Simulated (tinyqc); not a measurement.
Atomic layer deposition: Langmuir saturation, growth per cycle and coating of deep features: one step, computed by the program tinyqc.

Precursor A sticks only on free sites, so a long enough pulse saturates; co-reactant B then frees the sites again.

Task: The first four cycles. One cycle from coverage th0: pulse A gives th1 = th_s + (th0 - th_s) exp(-(k_a + k_d) t), th_s = k_a/(k_a + k_d); the purge leaves th2 = th1 exp(-k_d t_p); pulse B converts c_B th2 into film and leaves th3 = (1 - c_B) th2. Growth = G c_B th2. Start from th0 = 0.

Inputs (values chosen for the exercise, modelled on aluminium oxide from trimethylaluminium and water):

| quantity | value | unit |
|---|---|---|
| growth per cycle at saturation G | 1 | angstrom |
| temperature T | 125 | C |
| pulse time t | 0.012 | s |
| co-reactant completion per pulse c_B | 0.9 | - |
| purge time t_p | 15 | s |

k_a = 49.45131 1/s

k_d = 0.003607895 1/s

Give: Cycles.

Result:

Cycles:

| cycle | th0 | th1 | th2 | th3 | growth (angstrom) |
|---|---|---|---|---|---|
| 1 | 0.00000 | 0.4476 | 0.4240 | 0.04240 | 0.3816 |
| 2 | 0.04240 | 0.4710 | 0.4462 | 0.04462 | 0.4015 |
| 3 | 0.04462 | 0.4722 | 0.4473 | 0.04473 | 0.4026 |
| 4 | 0.04473 | 0.4723 | 0.4474 | 0.04474 | 0.4026 |
